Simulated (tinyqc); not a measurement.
# Junction parameters from two forward currents

Inverse problem. D(v) = J1 (exp(v/Vt) - 1) + J2 (exp(v/(2 Vt)) - 1). Find J1, J2 and the voltage 2 Vt ln(J2/J1) near which both parts are equal.

Inputs (values chosen for the exercise):
```
symbol  value  unit      meaning
T         398     K  temperature
```

Constants: q = 1.602176634e-19 C, kB = 1.380649e-23 J/K, Vt = kB T/q. Results are converted to the units shown.

junction voltages (V): 0.3  0.61
currents (uA/um): 2.2560351e-7  7.3382566e-5

Solution. The current is linear in J1 and J2, so two points give two equations.

J1 = 1.000e-12 uA/um
J2 = 2.800e-9 uA/um
crossover = 0.5445 V

Numbers from tinyqc (`OMP_NUM_THREADS=1 python tinyqc.py 2182005 2182006 out.jsonl`; about 0.2 s on one thread of a shared Intel Xeon 2.30GHz).
